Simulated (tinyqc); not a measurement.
Oxide trap near a transistor channel: two-state multiphonon kinetics, telegraph noise and bias instability: one step, computed by the program tinyqc.

An n-channel device under positive gate bias. The trap is empty (state 1) or holds an electron (state 2); both states are parabolas of equal curvature, and the electron reservoir is taken at the Fermi level of the channel.

Task: Barriers and time constants. E_21 = E_t - e F x is the energy of state 2 over state 1; barriers E_c = (E_R + E_21)^2/(4 E_R), E_e = E_c - E_21; tau_c = exp(E_c/k_B T)/(k_0 P), tau_e = exp(E_e/k_B T)/(k_0 P), P the tunnelling factor; occupation f_2 = tau_e/(tau_c + tau_e); 1/tau_0 = 1/tau_c + 1/tau_e.

Inputs (values chosen for the exercise, with an insulator like Al2O3 on silicon):
```
quantity,value,unit
trap depth x from the interface,0.35,nm
trap level above E_F at zero field E_t,0.14,eV
relaxation energy E_R,1.8,eV
oxide field F,2,MV/cm
attempt rate k_0 at the interface,2e+12,1/s
temperature T,350,K
```

Parts treated: one trap.

tunnelling factor = 0.03992254

Constants: k_B = 8.617333262e-05 eV/K.

Give: E_21; capture barrier E_c; emission barrier E_e; capture time tau_c; emission time tau_e; occupation f_2; tau_0.

Result:

E_21 = 0.07 eV

capture barrier E_c = 0.4857 eV

emission barrier E_e = 0.4157 eV

capture time tau_c = 1.234e-04 s

emission time tau_e = 1.211e-05 s

occupation f_2 = 0.08941

tau_0 = 1.103e-05 s

The two times are within a factor 30 of each other, so the trap switches between both states and shows as telegraph noise.
